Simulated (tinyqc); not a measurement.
From results back to parameters: Tamm state at the end of a one-band chain. Four cases, with inputs chosen for the exercise.

Problem. The end state of a chain with hopping -t and end-site shift D has E = D + t^2/D and weight 1 - (t/D)^2 on the end site. The values below come from hidden t and D.

Case 1.

E = 2.260234 eV
weight = 0.678226

Case 2.

E = -4.695631 eV
weight = 0.860284

Case 3.

E = 3.659442 eV
weight = 0.429424

Case 4.

E = 5.110030 eV
weight = 0.442064

Find: D, t.

Solution. With (t/D)^2 = 1 - w, E = D (2 - w), which gives D, and t = |D| sqrt(1 - w).

Case 1.

D, t (eV): 1.710  0.970

Case 2.

D, t (eV): -4.120  1.540

Case 3.

D, t (eV): 2.330  1.760

Case 4.

D, t (eV): 3.280  2.450

Computed by tinyqc, one run a case: `OMP_NUM_THREADS=1 python tinyqc.py N N+1 out.jsonl` with N = 1452295, 1452468, 1452478, 1452497; one thread of a shared Intel(R) Xeon(R) Processor @ 2.30GHz, about 0.01 s a run at most.
